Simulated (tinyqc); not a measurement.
Double-gate transistor, scale length and short-channel effects: two steps of the calculation.

A body of thickness ts between two insulators of thickness ti and two tied gates. Below threshold the potential that source and drain add obeys Laplace's equation and vanishes on the gate. Its lowest mode decays along the channel as exp(-k y); k is the smallest positive root of the matching condition at the interface, and the scale length is Lambda = pi/k.

Parameters, values chosen for the exercise; permittivities: semiconductor close to that of silicon, insulator close to that of zirconium oxide:
```
symbol  value  unit                                     meaning
T         300     K                                 temperature
eps_r    11.5        relative permittivity of the semiconductor
ei       26.1            relative permittivity of the insulator
ti        4.4    nm                         insulator thickness
ts       11.2    nm                              body thickness
L          35    nm                              channel length
Vbi      0.96     V                     potential of the source
sT       0.71     V   potential of the barrier top at threshold
VTL      0.46     V                      long-channel threshold
m           1                          long-channel body factor
Vds       0.7     V                               drain voltage
```

Constants: q = 1.602176634e-19 C, kB = 1.380649e-23 J/K, Vt = kB T/q. Results are converted to the units shown.

Problem 1. Decay constant by Newton steps. f(k) = ei cos(k ti) cos(k ts/2) - eps_r sin(k ti) sin(k ts/2); f' by a central difference with +/- 1e-5 1/nm; k(new) = k - f/f'.

k at the start = 0.1875 1/nm

Wanted: f; f'; k after iteration 1.

Solution 1.

f = 1.4848
f' = -181.32 nm
k after iteration 1 = 0.19569 1/nm

Problem 2. Threshold shift, barrier position and swing. Along the channel psi(y) = s + a exp(y/l) + b exp(-y/l) with psi(0) = Vbi, psi(L) = Vbi + Vds and l = 1/k = Lambda/pi; with A = Vbi - s, B = A + Vds, x = exp(-L/l): a = (B - A x) x/(1 - x^2), b = (A - B x)/(1 - x^2). The minimum is s + 2 sqrt(a b), at y = (l/2) ln(b/a). The long-channel potential follows the gate as s = sT + (Vg - VTL)/m, and the threshold VT is the gate voltage at which the minimum equals sT. Swing = m Vt ln 10/g at threshold, g = d(minimum)/ds = 1 - (b x + a)/((1 + x) sqrt(a b)).

l = 5.1071736 nm

Find: s at threshold; a; b; position of the minimum; VT; swing.

Solution 2.

s at threshold = 0.6757 V
a = 0.001039 V
b = 0.2833 V
position of the minimum = 14.32 nm
VT = 0.4257 V
swing = 64.56 mV/decade

The threshold lies 34.3 mV below the long-channel value, and the barrier top sits at 0.41 L from the source.

tinyqc, about 0.01 s, one thread, Intel Xeon 2.30GHz (shared host): `OMP_NUM_THREADS=1 python tinyqc.py 2420073 2420074 out.jsonl`
